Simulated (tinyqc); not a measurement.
Gate voltage for a given inversion charge.

Question. p-type body, charge-sheet picture, depletion and inversion only, full ionisation (an idealisation for deep acceptors), Boltzmann statistics (rough once Na exp(x - xn) passes about Nc/7). In units of Vt: xg = (Vg - Vfb)/Vt, x = psi/Vt, G = gamma/sqrt(Vt), xn = (2 phiF + Vc)/Vt. The implicit equation is (xg - x)^2 = G^2 [x - 1 + exp(x - xn)] for x above about 3. Cox = eps0 eox/tox. ni = sqrt(Nc Nv) exp(-Eg/(2 Vt)), Eg in volts; phiF = Vt ln(Na/ni); gamma = sqrt(2 q eps0 eps_r Na)/Cox. N_inv = (Cox Vt G/q) [sqrt(x - 1 + exp(x - xn)) - sqrt(x - 1)]. Find x - xn, psi and Vg.

Parameters, values chosen for the exercise; band and dielectric values close to those of silicon: temperature T = 300 K; band gap Eg = 1.11 eV; relative permittivity eps_r = 11.7; conduction-band density of states at T Nc = 2.81e19 cm^-3; valence-band density of states at T Nv = 2.62e19 cm^-3; relative permittivity of the gate insulator (close to silicon dioxide) eox = 3.9; insulator thickness tox = 3.3 nm; acceptor density Na = 3.6e16 cm^-3; flat-band voltage Vfb = -0.91 V; channel-body voltage Vc = 0 V.

Constants: q = 1.602176634e-19 C, kB = 1.380649e-23 J/K, Vt = kB T/q, eps0 = 8.8541878128e-14 F/cm where lengths are in cm. Results are converted to the units shown.

N_inv = 6.2e10 cm^-2

Solution. N_inv rises steadily with x, so it fixes x; the implicit equation then gives xg directly.

x - xn = 1.882
psi = 0.8161 V
Vg = 0.008486 V

tinyqc, about 0.01 s, one thread, Intel Xeon 2.30GHz (shared host): `OMP_NUM_THREADS=1 python tinyqc.py 2122228 2122229 out.jsonl`
